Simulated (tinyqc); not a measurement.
# Koster-Slater impurity in a tight-binding band, by Green functions and by supercells, step by step

A worked calculation. Computed by tinyqc, a small Python program that keeps every step. Command: `OMP_NUM_THREADS=1 python tinyqc.py 3013638 3013639 out.jsonl kosterslater walk`. One thread of a shared host (Intel(R) Xeon(R) Processor @ 2.30GHz), about 0.07 s of CPU time with the checks. Intermediate numbers are printed to about 5 digits and carried at full precision; extremes and crossings named in words are read from the listed rows.

One orbital per site, e(k) = -2 t sum cos(k_i) over 3 direction(s), band from -6 t to 6 t, lattice constant 1. One site has the extra energy U. Spin is left out.

Inputs (values chosen for the exercise, for a model band):

| quantity | value | unit |
|---|---|---|
| hopping t | 0.55 | eV |
| impurity potential U | 3.05 | eV |
| supercell edge N | 2 | sites |
| energy inside the band E | -1.39 | eV |
| broadening eta | 0.044 | eV |
| impurity concentration c | 0.0001 | per site |

Lattice: simple cubic.

Constants: hbar = 6.582119569e-16 eV s.

## The host Green function outside the band

Outside the band G0(E) = (1/pi) int_0^pi dk (2/(pi z)) K(16 t^2/z^2), z = E + 2 t cos k, K the complete elliptic integral with parameter m; 200 Gauss-Legendre points. A bound state solves 1/U = G0(E). Energies: 0.05, 0.2, 0.5, 1, 2, 4 and 8 t beyond the band edge on the side of U, rounded to four digits.

Scan on the side of U:

| E (eV) | G0 (1/eV) | 1/U - G0 (1/eV) |
|---|---|---|
| 3.328 | 0.42595 | -0.09808 |
| 3.410 | 0.39202 | -0.06415 |
| 3.575 | 0.35250 | -0.02463 |
| 3.850 | 0.31004 | 0.01783 |
| 4.400 | 0.25624 | 0.07163 |
| 5.500 | 0.19481 | 0.13306 |
| 7.700 | 0.13419 | 0.19368 |

G0 stays finite at the band edge, 0.252731/t in size, so binding needs |U| > 3.957 t.

## The bound state

Bisection in ln(distance from the edge) between 1e-5 t and |U| + t. Weight on the impurity site: -1/(U^2 dG0/dE), by a central difference with step min(1e-4 t, distance/30). Decay length along an axis: 1/arccosh(1 + distance/(2 t)).

level E_b = 3.7206 eV

distance from the band edge = 0.42058 eV

weight on the impurity site = 0.71610

decay length = 1.1782 sites

The state is compact: most of it sits on the impurity.

## Green function inside the band

Inside the band G0(z), z = E + i eta, comes from the chain form 1/(sqrt(y - 2t) sqrt(y + 2t)) (principal roots) at y = z + 2 t cos k + 2 t cos k', averaged over k and k' in (0, pi) with 200 Gauss-Legendre points each.

G0(E + i eta) = -0.54064-0.52690i 1/eV

## Scattering

T = U/(1 - U G0); phase shift delta = -arg(1 - U G0) in (-pi, pi]; host density of states -Im G0/pi; on the impurity -Im[G0/(1 - U G0)]/pi; lifetime of a band state hbar/(-2 c Im T).

T matrix = 0.84163-0.51060i eV

phase shift delta = -0.54531 rad

host density of states = 0.16772 1/eV

density of states on the impurity = 0.017471 1/eV

scattering lifetime = 6445.5 fs

The Born approximation would take Im T = U^2 Im G0 = -4.90 eV, 9.60 times the full value.

## The supercell Hamiltonian at Gamma

H_ij = -t for each bond from i to j, images included (two bonds add when N = 2); H_11 = U; sites are numbered with the last coordinate running fastest. Diagonalise.

H (eV), lower triangle (symmetric):
```
       1      2      3      4      5      6      7     8
1   3.05
2  -1.10   0.00
3  -1.10   0.00   0.00
4   0.00  -1.10  -1.10   0.00
5  -1.10   0.00   0.00   0.00   0.00
6   0.00  -1.10   0.00   0.00  -1.10   0.00
7   0.00   0.00  -1.10   0.00  -1.10   0.00   0.00
8   0.00   0.00   0.00  -1.10   0.00  -1.10  -1.10  0.00
```

levels (eV): -3.0997  -1.1000  -1.1000  -0.4331  1.1000  1.1000  2.2817  4.3012

## The level in the supercell

In a periodic cell of N sites along each direction with Bloch vector K, the level solves 1/U = N^-d sum_k 1/(E - e(k)), k_i = (2 pi m_i + K_i)/N, m_i = 0..N-1; the outermost root on the side of U is taken (bisection). d is the number of directions. Gamma means K_i = 0, the zone corner K_i = pi, the quarter point K_i = pi/2. The error is measured against the isolated level E_b.

level at Gamma = 4.3012 eV

level at the corner = 3.05 eV

level at the quarter point = 3.6733 eV

error at Gamma = 0.58061 eV

width between Gamma and the corner = 1.2512 eV

Images turn the level into a band 1.25 eV wide; the quarter point misses the isolated level by -0.047 eV, far less than Gamma, because the leading hopping between images averages out there.

## Convergence with cell size

Even N; errors against the isolated level E_b, set to 0 below 1e-6 t.

Error of the level (eV):

| N | sites | Gamma | corner | quarter point |
|---|---|---|---|---|
| 2 | 8 | 5.8061e-01 | -6.7058e-01 | -4.7309e-02 |
| 4 | 64 | 5.9745e-02 | -4.7309e-02 | -7.9867e-04 |
| 6 | 216 | 6.9885e-03 | -5.6774e-03 | -1.8348e-05 |
| 8 | 512 | 8.9959e-04 | -7.9867e-04 | 0 |
| 10 | 1000 | 1.2660e-04 | -1.1914e-04 | 0 |
| 12 | 1728 | 1.8903e-05 | -1.8348e-05 | 0 |

The error at Gamma falls exponentially, between the last two resolved rows by exp(-0.951) per site against 1/(decay length) = 0.849; the rest is the power-law prefactor of the Green function. Gamma and the corner err in opposite directions. Among the sizes listed an error below 1 meV is first reached at N = 8 at Gamma; at the quarter point N = 4 is enough.

## Phase shift across the band

delta/pi = -arg(1 - U G0)/pi counts the states added below E (Friedel); host DOS = -Im G0/pi, DOS on the impurity = -Im[G0/(1 - U G0)]/pi; 13 evenly spaced energies from -(band edge + |U| + 2t) to +(band edge + |U| + 2t).

Across the spectrum:

| E (eV) | Re G0 (1/eV) | host DOS (1/eV) | DOS on the impurity (1/eV) | delta/pi |
|---|---|---|---|---|
| -7.4500 | -0.13902 | 0.00028 | 0.0001 | -0.00060 |
| -6.2083 | -0.16972 | 0.00043 | 0.0002 | -0.00086 |
| -4.9667 | -0.21985 | 0.00075 | 0.0003 | -0.00138 |
| -3.7250 | -0.32700 | 0.00209 | 0.0005 | -0.00319 |
| -2.4833 | -0.48744 | 0.06999 | 0.0106 | -0.08386 |
| -1.2417 | -0.54141 | 0.19497 | 0.0185 | -0.19539 |
| 0.0000 | 0.00000 | 0.25515 | 0.0366 | -0.37641 |
| 1.2417 | 0.54141 | 0.19497 | 0.0498 | -0.60677 |
| 2.4833 | 0.48744 | 0.06999 | 0.1019 | -0.69982 |
| 3.7250 | 0.32700 | 0.00209 | 5.1314 | -0.45806 |
| 4.9667 | 0.21985 | 0.00075 | 0.0069 | -0.00698 |
| 6.2083 | 0.16972 | 0.00043 | 0.0018 | -0.00270 |
| 7.4500 | 0.13902 | 0.00028 | 0.0008 | -0.00149 |

delta/pi starts and ends near zero (-0.001 and -0.001): the impurity moves states but creates none. delta/pi is negative in the band, down to -0.70 among these rows (-1 just below the level for small eta), and the lost state returns at the level above the band (3.721 eV).

Checks made by the program: G0 at the level by a direct sum over directions (relative difference below 1e-10); diagonalisation against the k sum (relative difference below 1e-10).
